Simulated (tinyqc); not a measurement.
Worked calculation: electron mobility of a polar semiconductor by Rode's iterative solution of the Boltzmann equation. Computed by tinyqc, a small Python program that keeps every step. Command: `OMP_NUM_THREADS=1 python tinyqc.py 3020081 3020082 out.jsonl rode walk`. One thread of a shared host (Intel(R) Xeon(R) Processor @ 2.30GHz), about 0.01 s of CPU time with the checks. Intermediate numbers are printed to about 6 digits and carried at full precision; extremes and crossings named in words are read from the listed rows.

The distribution is f(E) + e F l(E) (-df/dE) cos(theta) for a weak field F, theta counted from the force; l(E) is a mean free path. Elastic processes enter by their momentum rate, polar optical phonons by out- and in-scattering terms. One valley only: where upper valleys lie close, measured mobilities are lower. The density n is prescribed, even where a narrow-gap material would have more intrinsic carriers.

Inputs (values chosen for the exercise, modelled on CdS):
```
quantity,value,unit
effective mass m,0.202,m_0
static permittivity eps_s,8.7,-
high-frequency permittivity eps_inf,5.3,-
density rho,4820,kg/m^3
sound velocity v_l,4530,m/s
acoustic deformation potential D_A,8.5,eV
optical phonon energy hbar w,37,meV
electron density n,1.6e+18,1/cm^3
compensation ratio C,0.53,-
temperature T,400,K
grid points per phonon energy s,10,-
iteration cap,200,-
```

Band: parabolic. Elastic processes: acoustic, impurity.

Constants: k_B = 8.617333262e-05 eV/K; m_0 = 9.1093837015e-31 kg; e = 1.602176634e-19 C; hbar = 1.054571817e-34 J s; eps_0 = 8.8541878128e-12 F/m; k_B = 1.380649e-23 J/K; hbar = 6.582119569e-16 eV s.

## Fermi level and screening

Parabolic band: E = hbar^2 k^2/(2 m), speed v = hbar k/m, states per spin, volume and energy g(E) = m k/(2 pi^2 hbar^2). Masses are multiplied by m_0 and all formulas are in SI units. The reduced Fermi level eta = E_F/(k_B T) solves n = 2 Z int g f dE with f = 1/(1 + exp(x - eta)) (Z = 1 unless valleys are given); screening length L_s = sqrt(eps_s eps_0 k_B T/(e^2 dn/deta)), dn/deta = 2 Z int g f (1 - f) dE. Integrals over x = E/(k_B T) use 160 Gauss-Legendre points in u = sqrt(x) from 0 to sqrt(max(eta, 0) + 32). N_I = n (1 + C)/(1 - C).

reduced Fermi level eta = -0.624663

screening length L_s = 3.46517 nm

ionised impurity density N_I = 5.20851e+18 1/cm^3

## Rates on one ladder of the grid

Phonon occupation N_q = 1/(exp(hbar w/(k_B T)) - 1). Acoustic deformation potential (elastic, equipartition, absorption and emission together): 1/tau = 2 pi k_B T D_A^2 g(E)/(hbar rho v_l^2). Singly charged impurities, momentum relaxation: 1/tau = N_I e^4 m (1 + 2 alpha E) Phi/(8 pi (eps_s eps_0)^2 hbar^3 k^3), with alpha = 0 for a parabolic band. Brooks-Herring: Phi = ln(1 + b) - b/(1 + b), b = 4 k^2 L_s^2. Polar optical, unscreened: W = e^2 w (1/eps_inf - 1/eps_s) m (1 + 2 alpha E') ln|(k + k')/(k - k')| / (4 pi eps_0 hbar^2 k), times N_q for absorption (E' = E + hbar w) and N_q + 1 for emission (E' = E - hbar w > 0), with alpha = 0 for a parabolic band; mean cosine of the angle <cos> = (k^2 + k'^2)/(2 k k') - 1/ln|(k + k')/(k - k')|. Energy grid E_j = (j + 1/2) hbar w/s, j = 0, 1, ..., up to (max(eta, 0) + 18) k_B T, so that E_j +/- hbar w are grid points; l = 0 beyond the grid; integrals are sums times the spacing. With f' = f(E'): out-scattering S_o = sum over absorption and emission of W (1 - f')/(1 - f); nu = sum of elastic rates; the in-scattering weights are c+ = W_abs <cos> (1 - f')/(1 - f) for E' = E + hbar w and c- likewise for emission.

Points j = s/2, s/2 + s, ... (the first seven rungs, or as many as the grid holds), rates in 1e12/s:
```
E (meV),v (m/s),nu,S_o,c+,c-
20.35,188249,101.892,40.4364,16.5307,0.0000
57.35,316022,41.865,83.9789,18.3073,20.7834
94.35,405341,26.721,96.3386,18.1646,36.8463
131.35,478261,20.274,97.8807,17.8893,43.0716
168.35,541448,16.892,96.4165,17.6005,45.5155
205.35,597995,14.914,94.1140,17.3077,46.3717
242.35,649638,13.682,91.6863,17.0167,46.5215
```

Points one phonon energy apart are coupled only to each other, so the grid falls into s independent ladders.

## The first two iterations on one ladder of the grid

Iteration: l_new(E) = [v(E) + c+ l(E + hbar w) + c- l(E - hbar w)]/(nu + S_o), from l = 0.

l after iteration 1 (nm): [1.32264, 2.51122, 3.29387, 4.04776, 4.77852, 5.48479, 6.16539]

l after iteration 2 (all rungs but the last shown) (nm): [1.61431, 3.20883, 4.64326, 5.97200, 7.25645, 8.49591]

In-scattering lengthens l on the lowest rung by 22.1 % and on the second by 27.8 % in this step.

## The whole iteration

mu = e sum g v l f (1 - f) / (3 k_B T sum g f) over the grid; stop when mu changes by less than 1e-8 of itself.

Course of the iteration:
```
iteration,mu (cm^2/(V s)),relative change
1,71.864,1.00000e+00
2,98.860,2.73079e-01
3,109.945,1.00822e-01
4,114.679,4.12820e-02
5,116.772,1.79198e-02
6,117.718,8.03640e-03
7,118.155,3.69588e-03
...,...,...
20,118.549,4.09434e-07
21,118.549,2.12223e-07
22,118.549,1.10420e-07
23,118.549,5.76626e-08
24,118.549,3.02112e-08
25,118.549,1.58790e-08
26,118.549,8.36987e-09
```

mobility mu = 118.549 cm^2/(V s)

iterations = 26

Converged in 26 iterations; mu rises at every step, from 71.86 to 118.5, since each step returns more of the forward-scattered current.

## Approximations against the iterative solution

Self-energy RTA: l = v/(nu + S_o), the first iteration. Momentum RTA: l = v/(nu + S_o - c+ v(E + hbar w)/v - c- v(E - hbar w)/v), listed only where the denominator is positive on the whole grid. The polar-only value solves the same system with nu = 0; the elastic value takes l = v/nu.

Mobilities:
```
method,mu (cm^2/(V s)),deviation (%)
iterative solution,118.549,0.000
self-energy RTA,71.864,-39.381
momentum RTA,119.491,0.795
"polar phonons alone, exact",237.154,100.047
elastic processes alone,305.599,157.784
Matthiessen's rule on the last two,133.530,12.637
```

self-energy RTA mobility = 71.8635 cm^2/(V s)

polar-phonon mobility = 237.154 cm^2/(V s)

elastic mobility = 305.599 cm^2/(V s)

error of the self-energy RTA = -39.3806 %

The self-energy RTA is 39.4 % low: it counts every polar event as a full loss of current, though forward events keep part of it. Here hbar w/k_B T = 1.07. Matthiessen's rule is 12.6 % high. The momentum RTA deviates by +0.8 %.

Checks made by the program: iterated mobility against a direct solution of the banded linear system (relative difference 9e-09).
